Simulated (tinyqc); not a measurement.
Double-gate transistor below threshold, two-dimensional Poisson equation on a small mesh: course of the iteration: over-relaxation sweep (omega = 1.19).

Half of a symmetric double-gate structure: row 0 is the mid-plane of the body, where the normal field vanishes. Mobile charge is neglected (subthreshold), the body is fully depleted, and potentials are counted from the intrinsic level; rows run upward to the gate, columns from source to drain.

Mesh: rows i = 0..1 in the semiconductor (step hs = tb/1, row 1 on the interface), then 1 step(s) ho = tox/1 up to the gate row 2; columns j = 0..4 (step hy = L/4). Box integration, divided by eps0: up_i = eps hy/h of the interval above row i, dn_i = that of the interval below (0 for row 0), lat_i = (sum of eps h/2 over the intervals above and below)/hy, s_i = -q Na w_i hy/eps0 with w_i the semiconductor height of the box (hs/2 for row 0 and the interface row, hs between, 0 in the insulator). Each free node obeys (up + dn + 2 lat) psi = up psi(above) + dn psi(below) + lat [psi(left) + psi(right)] + s.

Free nodes: rows 0..1, columns 1..3, taken row by row from row 0, left to right. t = (up psi(above) + dn psi(below) + lat [psi(left) + psi(right)] + s)/(up + dn + 2 lat), with the newest neighbours; psi(new) = psi + 1.19 (t - psi).

Stop when the largest change of psi is below 1e-7 V, or after 400 iterations. Fixed values: gate row Vg - Vfb; column 0 at Vbi and the last column at Vbi + Vd in the semiconductor, each running linearly to Vg - Vfb across the insulator.

Values chosen for this exercise; semiconductor permittivity close to that of silicon: relative permittivity of the semiconductor eps_r = 11.8; relative permittivity of the insulator eox = 3.9; half the body thickness tb = 5 nm; insulator thickness tox = 2.2 nm; channel length L = 25 nm; acceptor density of the depleted body Na = 0 cm^-3; potential of the source Vbi = 0.58 V; gate offset Vfb = -0.06 V; gate voltage Vg = 0 V; drain voltage Vd = 1 V.

Constants: q = 1.602176634e-19 C, eps0 = 8.8541878128e-14 F/cm where lengths are in cm. Results are converted to the units shown.

psi at the start (fixed values on the edges, free nodes linear between source and drain columns) (V):
```
,j=0,j=1,j=2,j=3,j=4
row 0,0.58000,0.83000,1.08000,1.33000,1.58000
row 1,0.58000,0.83000,1.08000,1.33000,1.58000
row 2,0.06000,0.06000,0.06000,0.06000,0.06000
```

```
row,up,dn,lat,s (V)
0,14.75,0,4.72,0
1,11.0795,14.75,5.40640,0
```

Course of the iteration:
```
iteration,"psi at row 0, j = 2 (V)",largest |change| of one entry (V)
1,1.08,0.530
2,0.731711,0.465
3,0.514128,0.218
4,0.441709,0.0802
5,0.423853,0.0328
6,0.418633,6.75e-3
7,0.417361,1.54e-3
8,0.417040,4.87e-4
9,0.416958,1.20e-4
10,0.416938,2.78e-5
11,0.416933,6.92e-6
12,0.416932,1.78e-6
13,0.416931,4.45e-7
14,0.416931,1.06e-7
15,0.416931,2.63e-8
```

Did this iteration meet its convergence test, and what does its course show?

Yes. Converged in 15 iterations. At the end each change is about 0.25 times the one before: linear convergence.

tinyqc, about 0.2 s, one thread, Intel Xeon 2.30GHz (shared host): `OMP_NUM_THREADS=1 python tinyqc.py 2480165 2480166 out.jsonl`
